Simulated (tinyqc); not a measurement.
Gupta-type many-body potential for a metal: one step, computed by the program tinyqc.

E_i = sum_j A exp(-p (r_ij/r0 - 1)) - xi rho_i^gamma, with rho_i = sum_j exp(-2 q (r_ij/r0 - 1)); gamma = 1/2 is the tight-binding second-moment form. The crystal is fcc unless stated; d is the neighbour distance and a fixed number of shells is kept.

Problem. The (100) surface. fcc shells: d sqrt(k), k = 1..5, with 12, 6, 24, 12, 24 atoms; Omega = d^3/sqrt2. Cut the crystal without relaxation; an atom in layer l keeps the neighbours that lie below the surface plane. Excess = E_i + E_c. Surface energy = sum of excesses over the layers, divided by the area per surface atom: (sqrt3/2) d^2 for (111), d^2 for (100), sqrt2 d^2 for (110).

Inputs (values chosen for the exercise, for a model metal):
```
quantity                  value      unit
repulsion A               0.197        eV
hopping xi                 1.17        eV
decay p                    10.4         -
decay q                    4.06         -
reference distance r0     2.884  angstrom
shells kept                   1         -
embedding exponent gamma    0.6         -
```

Surface: (100).

neighbour distance d = 2.868718 angstrom

cohesive energy E_c = 2.834267 eV

Constants: 1 eV/angstrom^2 = 16.02176634 J/m^2.

Give: Layers; excess per surface atom; surface energy.

Solution.

Layers:
```
layer  nearest neighbours  repulsion (eV)    rho  excess (eV)
1                       8           1.665  8.352       0.3188
```

excess per surface atom = 0.3188 eV

surface energy = 0.6207 J/m^2
